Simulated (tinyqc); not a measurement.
Length of a molecular wire: coherent transport through a tight-binding bridge. Computed by the program tinyqc. 

A uniform bridge between two chains:
```
parameter,value
site energy (eV),2.180000
hopping in the bridge (eV),0.630000
lead hopping (eV),2.700000
couplings (eV),"0.94, 0.91"
E (eV),-0.040000
```

T = Gamma_L Gamma_R |G_1n|^2 with the self-energies of semi-infinite chains.

Transmission against length:
```
sites,T,ln T
2,7.4046e-03,-4.9057
3,7.1815e-04,-7.2388
4,6.9592e-05,-9.5729
5,6.7433e-06,-11.9070
6,6.5340e-07,-14.2411
7,6.3312e-08,-16.5752
8,6.1346e-09,-18.9093
9,5.9442e-10,-21.2434
10,5.7597e-11,-23.5775
```

E lies outside the band of the bridge (|E - e|/2h = 1.762 > 1), so T decays as exp(-beta n) with beta = 2 arccosh(1.762) = 2.3341 a site; the last two rows give 2.3341.
